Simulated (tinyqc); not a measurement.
Inputs raised by 5 %, one at a time: vacuum evaporation: vapour pressure, source flux, thickness distribution, purity and step coverage. Computed by tinyqc, a small Python program. Command: `OMP_NUM_THREADS=1 python tinyqc.py 3112456 3112457 out.jsonl evap sens`. One thread of a shared host (Intel(R) Xeon(R) Processor @ 2.30GHz), about 0.01 s of CPU time with the checks.

Molecular flow, unit sticking of the metal, no re-evaporation. The background gas is taken as water vapour (18.015 g/mol, collision diameter 0.37 nm) at 300 K.

Inputs (values chosen for the exercise, modelled on nickel, with constants for the liquid):

| quantity | value | unit |
|---|---|---|
| molar mass M | 58.69 | g/mol |
| film density rho | 8.9 | g/cm^3 |
| vapour-pressure constant A | 11.66 | - |
| vapour-pressure constant B | 20830 | K |
| source temperature T | 1830 | K |
| source area | 0.2 | cm^2 |
| directionality n | 2 | - |
| source-to-wafer distance h | 52 | cm |
| wafer radius R | 2.5 | cm |
| background pressure p | 0.0004 | Pa |
| sticking of background gas | 1 | - |

Constants: u = 1.6605390666e-27 kg; k_B = 1.380649e-23 J/K; R = 8.314462618 J/(mol K).

Method:
- log10(p_v/Pa) = A - B/T; flux from the surface Phi = p_v/sqrt(2 pi m k_B T), m = M u.
- Mass loss = Phi x area x m; heat of evaporation = ln(10) R B; d ln Phi/dT = ln(10) B/T^2 - 1/(2 T).
- A small source emits (n + 1) Phi area cos^n(phi)/(2 pi) per solid angle; on a parallel plane at height h and lateral distance l the arrival rate is (n + 1) Phi area/(2 pi h^2) x (1 + (l/h)^2)^(-(n + 3)/2). Growth rate = arrival rate x m/rho, m = M u. The wafer is fixed and centred above the source.
- Mean free path lambda = k_B T_g/(sqrt2 pi d^2 p); unscattered share exp(-h/lambda); gas arrival p/sqrt(2 pi m_g k_B T_g); impurity ratio = sticking x gas arrival/metal arrival; monolayer time = 1e15 cm^-2/(sticking x gas arrival).

Runs:

| input moved | from | to | non-uniformity (max - min)/(max + min) (%) | share of the material that lands on the wafer, 1 - (1 + (R/h)^2)^(-(n + 1)/2) (%) | impurity ratio | mass loss (g/h) |
|---|---|---|---|---|---|---|
| base run | - | - | 0.28859 | 0.34571 | 26.653 | 0.10687 |
| source temperature T (K) | 1830 | 1921.5 | 0.28859 | 0.34571 | 7.840 | 0.36333 |
| source area (cm^2) | 0.2 | 0.21 | 0.28859 | 0.34571 | 25.383 | 0.11222 |
| source-to-wafer distance h (cm) | 52 | 54.6 | 0.26179 | 0.31365 | 29.384 | 0.10687 |
| wafer radius R (cm) | 2.5 | 2.625 | 0.31813 | 0.38103 | 26.653 | 0.10687 |
| directionality n | 2 | 2.1 | 0.29436 | 0.35721 | 25.793 | 0.10687 |
| background pressure p (Pa) | 0.0004 | 0.00042 | 0.28859 | 0.34571 | 27.985 | 0.10687 |
| vapour-pressure constant B (K) | 20830 | 21871.5 | 0.28859 | 0.34571 | 98.824 | 0.02882 |

Exponents ln(y'/y) / ln(x'/x):

| input | non-uniformity (max - min)/(max + min) | share of the material that lands on the wafer, 1 - (1 + (R/h)^2)^(-(n + 1)/2) | impurity ratio | mass loss |
|---|---|---|---|---|
| source temperature T | 0.000 | 0.000 | -25.080 | 25.080 |
| source area | 0.000 | 0.000 | -1.000 | 1.000 |
| source-to-wafer distance h | -1.998 | -1.995 | 2.000 | 0.000 |
| wafer radius R | 1.998 | 1.994 | 0.000 | 0.000 |
| directionality n | 0.406 | 0.671 | -0.672 | 0.000 |
| background pressure p | 0.000 | 0.000 | 1.000 | 0.000 |
| vapour-pressure constant B | 0.000 | 0.000 | 26.859 | -26.859 |

Which inputs matter most for each result?

Among the inputs moved here: non-uniformity (max - min)/(max + min) answers most in size to wafer radius R (exponent +1.998), and about equally to source-to-wafer distance h (-1.998); its exponent is below 0.0005 for source temperature T, source area, background pressure p, vapour-pressure constant B. Its exponent -1.998 in source-to-wafer distance h: the fall-off goes as (R/h)^2. share of the material that lands on the wafer, 1 - (1 + (R/h)^2)^(-(n + 1)/2) answers most in size to source-to-wafer distance h (exponent -1.995), and about equally to wafer radius R (+1.994); its exponent is below 0.0005 for source temperature T, source area, background pressure p, vapour-pressure constant B. Its exponent +1.994 in wafer radius R: the solid angle of a small wafer. Impurity ratio answers most in size to vapour-pressure constant B (exponent +26.859), next to source temperature T (-25.080); its exponent is below 0.0005 for wafer radius R. Its exponent +2.000 in source-to-wafer distance h: the metal flux falls as 1/h^2. Mass loss answers most in size to vapour-pressure constant B (exponent -26.859), next to source temperature T (+25.080); its exponent is below 0.0005 for source-to-wafer distance h, wafer radius R, directionality n, background pressure p.

Caution (all rows): more gas than metal sticks, so a compound rather than a metal film would grow.
